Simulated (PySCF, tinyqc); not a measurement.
Worked calculation: CIS and TDHF on RHF in the sto-6g basis, for H3-, spin multiplicity 1. The basis has no diffuse functions, so it cannot describe the extra electron: this is an exercise in the method, not the real anion. The lowest restricted solution is unstable here: a spin-polarised one lies 0.1454 hartree lower (PySCF). One step of it, computed by the program tinyqc.

Task: CIS matrix, singlets. A(ia,jb) = (e_a - e_i) d_ij d_ab + 2 (ia|jb) - (ij|ab).

orbital energies (hartree): MO1 -0.221657, MO2 0.715661, MO3 1.054107

Two-electron integrals over orbitals (pq|rs), unique and non-zero (hartree):
```
(11|11) 0.639816    (21|11) -0.022221   (21|21) 0.124689    (22|11) 0.596789
(22|21) 0.101537    (22|22) 0.726066    (31|11) 0.000107    (31|21) 0.000023
(31|22) -0.000497   (31|31) 0.159375    (32|11) 0.000034    (32|21) -0.000481
(32|22) -0.000161   (32|31) -0.077575   (32|32) 0.053925    (33|11) 0.631657
(33|21) -0.078717   (33|22) 0.537804    (33|31) 0.000348    (33|32) 0.000143
(33|33) 0.691265
```

Give: CIS matrix A, singlet.

Result:

CIS matrix A, singlet (hartree):
```
         1>3      2>3
1>3   0.9629  -0.0764
2>3  -0.0764  -0.0915
```
